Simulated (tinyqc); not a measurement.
Four, six or eight bands for the holes: eight-band Kane k.p model.

Eight-band Kane model, basis S, X, Y, Z times spin, zero of energy at the top of the unstrained valence band, c = hbar^2/2m0. Within each spin: H_SS = Eg + A c k^2, H_SX = i P kx (likewise Y, Z), H_XX = -Dso/3 + L kx^2 + M (ky^2 + kz^2), H_XY = N kx ky, and cyclic. Spin-orbit term (Dso/3) L.sigma on X, Y, Z with (L_k)_ij = -i epsilon_kij: <X+|H|Y+> = -i Dso/3, <X+|H|Z-> = Dso/3, <Y+|H|Z-> = -i Dso/3, <Z+|H|X-> = -Dso/3, <Z+|H|Y-> = i Dso/3, <X-|H|Y-> = i Dso/3, and their conjugates; + and - are the spin along z. Terms from inversion asymmetry are left out, so every level is twofold.

P = sqrt(Ep c); A = 1/me - Ep (Eg + 2 Dso/3)/(Eg (Eg + Dso)) keeps the electron mass; g1' = g1 - Ep/(3 Eg), g2' = g2 - Ep/(6 Eg), g3' = g3 - Ep/(6 Eg) remove the coupling to S that the Luttinger values already hold; L = -c (g1' + 4 g2'), M = -c (g1' - 2 g2'), N = -6 c g3'.

Constants: hbar^2/2m0 = 3.80998211 eV angstrom^2.

Parameters, chosen for this exercise (near those of CdTe; the results hold for these values, not for the real material): Eg = 1.618 eV (gap at Gamma to the s-like level); Dso = 0.893 eV (spin-orbit splitting); Ep = 17.7 eV (Kane energy); me = 0.0931 m0 (electron mass at Gamma); g1 = 5.29 (Luttinger gamma1); g2 = 1.72 (gamma2); g3 = 1.98 (gamma3); kmax = 0.04 1/angstrom (end of the path).

Unstrained, along [001]. Six bands: the X, Y, Z block alone with the full g1, g2, g3 in L, M, N. Four bands: the same with Dso sent to infinity. HH, LH and SO name the pairs from the top.

Valence levels (eV):

| \|k\| (1/angstrom) | HH 4 | HH 6 | HH 8 | LH 4 | LH 6 | LH 8 | SO 6 | SO 8 |
|---|---|---|---|---|---|---|---|---|
| 0.0067 | -0.0003 | -0.0003 | -0.0003 | -0.0015 | -0.0015 | -0.0015 | -0.8939 | -0.8937 |
| 0.0133 | -0.0013 | -0.0013 | -0.0013 | -0.0059 | -0.0059 | -0.0059 | -0.8966 | -0.8957 |
| 0.0200 | -0.0028 | -0.0028 | -0.0028 | -0.0133 | -0.0132 | -0.0131 | -0.9011 | -0.8991 |
| 0.0267 | -0.0050 | -0.0050 | -0.0050 | -0.0237 | -0.0235 | -0.0231 | -0.9075 | -0.9039 |
| 0.0333 | -0.0078 | -0.0078 | -0.0078 | -0.0370 | -0.0365 | -0.0357 | -0.9159 | -0.9100 |
| 0.0400 | -0.0113 | -0.0113 | -0.0113 | -0.0532 | -0.0522 | -0.0508 | -0.9263 | -0.9175 |

At |k| = 0.0400 the heavy holes of the three models span 0.0 meV and the light holes 2.5 meV. The split-off band moves the light hole by +1.0 meV and treating the conduction band exactly moves it by +1.5 meV more; the conduction band matters more here, where the four-band light-hole energy is 0.06 times Dso and 0.03 times Eg.

tinyqc: `OMP_NUM_THREADS=1 python tinyqc.py 1080239 1080240 out.jsonl`; about 0.01 s, one thread, shared Intel(R) Xeon(R) Processor @ 2.30GHz.
